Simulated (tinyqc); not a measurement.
# Oxide trap near a transistor channel: two-state multiphonon kinetics, telegraph noise and bias instability, step by step

A worked calculation. Computed by tinyqc, a small Python program that keeps every step. Command: `OMP_NUM_THREADS=1 python tinyqc.py 3015752 3015753 out.jsonl oxidetrap walk`. One thread of a shared host (Intel(R) Xeon(R) Processor @ 2.30GHz), about 0.01 s of CPU time with the checks. Intermediate numbers are printed to about 6 digits and carried at full precision; extremes and crossings named in words are read from the listed rows.

An n-channel device under positive gate bias. The trap is empty (state 1) or holds an electron (state 2); both states are parabolas of equal curvature, and the electron reservoir is taken at the Fermi level of the channel.

Inputs (values chosen for the exercise, with an insulator like HfO2 on silicon):

| quantity | value | unit |
|---|---|---|
| insulator constant eps_ox | 21.2 | - |
| insulator thickness t_ox | 2.2 | nm |
| trap depth x from the interface | 0.69 | nm |
| tunnel barrier phi_b | 1.52 | eV |
| tunnelling mass m_ox | 0.2 | m_0 |
| trap level above E_F at zero field E_t | 0.29 | eV |
| relaxation energy E_R | 1.9 | eV |
| oxide field F | 1.9 | MV/cm |
| attempt rate k_0 at the interface | 7e+11 | 1/s |
| temperature T | 250 | K |
| channel width W | 390 | nm |
| channel length L | 36 | nm |
| frequency f | 4000 | Hz |
| stress time t_s | 0.7 | s |

Parts treated: one trap.

Constants: hbar^2/(2 m_0) = 3.80998212 eV angstrom^2; k_B = 8.617333262e-05 eV/K; e = 1.602176634e-19 C; eps_0 = 8.8541878128e-12 F/m.

## Tunnelling factor

kappa = sqrt(2 m_ox phi_b)/hbar = sqrt(m_ox phi_b/(hbar^2/2m_0)); attenuation length lambda = 1/(2 kappa); factor exp(-x/lambda) for a rectangular barrier.

kappa = 2.82472 1/nm

attenuation length lambda = 0.177009 nm

tunnelling factor = 0.0202801

## Barriers and time constants

E_21 = E_t - e F x is the energy of state 2 over state 1; barriers E_c = (E_R + E_21)^2/(4 E_R), E_e = E_c - E_21; tau_c = exp(E_c/k_B T)/(k_0 P), tau_e = exp(E_e/k_B T)/(k_0 P), P the tunnelling factor; occupation f_2 = tau_e/(tau_c + tau_e); 1/tau_0 = 1/tau_c + 1/tau_e.

E_21 = 0.1589 eV

capture barrier E_c = 0.557772 eV

emission barrier E_e = 0.398872 eV

capture time tau_c = 12.3602 s

emission time tau_e = 0.00774002 s

occupation f_2 = 6.25814e-04

tau_0 = 0.00773517 s

The trap is almost always empty at this bias. Caution: at this temperature nuclear tunnelling through such barriers shortens the times below these classical values.

## Step height and noise

Charge-sheet step dV = e (t_ox - x)/(eps_ox eps_0 W L); Lorentzian spectrum S(f) = 4 dV^2 tau_0^2/((tau_c + tau_e)(1 + (2 pi f tau_0)^2)); corner 1/(2 pi tau_0); variance dV^2 f_2 (1 - f_2) = dV^2 tau_0/(tau_c + tau_e).

threshold step dV = 0.0917985 mV

corner frequency = 20.5755 Hz

S(f) = 4.31463e-18 V^2/Hz

root-mean-square noise = 0.00229574 mV

f lies above the corner, on the 1/f^2 tail. Random dopants and current percolation, left out here, spread real steps around this value.

## Stress and recovery of one trap

From the zero-field occupation f(0), f(t) = f_2 + (f(0) - f_2) exp(-t/tau_0) under the field; after t_s the field is removed and f relaxes with the zero-field constants.

occupation at zero field = 1.42514e-06

tau_0 at zero field = 5.28949e-04 s

occupation after stress = 6.25814e-04

half-time of recovery = 3.66640e-04 s

## Bias dependence of the times

The formulas are those given above.

Against field:

| F (MV/cm) | E_21 (eV) | tau_c (s) | tau_e (s) | f_2 |
|---|---|---|---|---|
| 0.00 | 0.29000 | 371.157 | 0.0005289 | 1.42514e-06 |
| 0.57 | 0.25067 | 130.835 | 0.0011573 | 8.84528e-06 |
| 1.14 | 0.21134 | 47.000 | 0.0025803 | 5.48971e-05 |
| 1.52 | 0.18512 | 24.001 | 0.0044502 | 1.85381e-04 |
| 1.90 | 0.15890 | 12.360 | 0.0077400 | 6.25814e-04 |
| 2.28 | 0.13268 | 6.419 | 0.0135753 | 2.11043e-03 |
| 2.85 | 0.09335 | 2.440 | 0.0320330 | 1.29564e-02 |

ln(tau_c/tau_e) falls by e x/k_B T = 3.203 per MV/cm, which measures the depth x if the change of surface potential with bias is left aside. Over these rows tau_c shortens by 2.18 decades and tau_e lengthens by 1.78; the shares differ because E_21 is not small against E_R.

Checks made by the program: detailed balance tau_c/tau_e = exp(E_21/k_B T) (relative difference below 1e-10); the integral of S(f) against the variance (relative difference below 1e-10).
